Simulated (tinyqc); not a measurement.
## Surface Green function of a square-lattice strip three rows wide, Sancho-Rubio decimation: effect of the broadening

A semi-infinite lead of cells 0, 1, 2, ... with H0 inside a cell and H1 = <cell i|H|cell i + 1>. A cell is one column of three sites. z = E + i eta.

Start with e_s = e = H0, a = H1, b = H1^dagger. Each round: g = (z - e)^(-1); e_s <- e_s + a g b; e <- e + a g b + b g a; a <- a g a; b <- b g b (all with the old a, b). Round k joins cells 2^k apart. Stop when the largest entry of the matrices a and b is below 1e-12 eV; g_s = (z - e_s)^(-1), bulk (z - e)^(-1), density of states -Im Tr/pi. The last column counts the steps of the plain recursion g <- (z - H0 - H1 g H1^dagger)^(-1), one cell a step from g = (z - H0)^(-1), until no entry changes by more than 1e-8 1/eV.

Parameters, values chosen for the exercise: energy E = -1.21 eV.

H0 (eV):
```
       1      2      3
1   0.59  -0.85      0
2  -0.85   0.39  -0.85
3      0  -0.85  -0.46
```

H1 (eV):
```
    1   2   3
1  -1   0   0
2   0  -1   0
3   0   0  -1
```

Effect of the broadening:
```
eta (eV)  rounds  surface density of states (1/eV)  plain steps
0.3            8                            0.4937           63
0.1           10                            0.5331          191
0.04          11                            0.5467          480
0.02          12                            0.5514          960
0.01          13                            0.5538         1921
0.004         14                            0.5552         4805
```

The rounds go from 8 to 14 and the plain steps from 63 to 4805. Inside a band the plain recursion needs a number of steps that grows as 1/eta, the decimation only as log2(1/eta). The density of states tends to 0.5562 1/eV as eta goes to zero; the first row is 11 % below that and the last 0.18 % below it.

Computed by the program tinyqc: `OMP_NUM_THREADS=1 python tinyqc.py 2680131 2680132 out.jsonl`, one thread of a shared Intel Xeon 2.30GHz, about 0.1 s for the whole run.
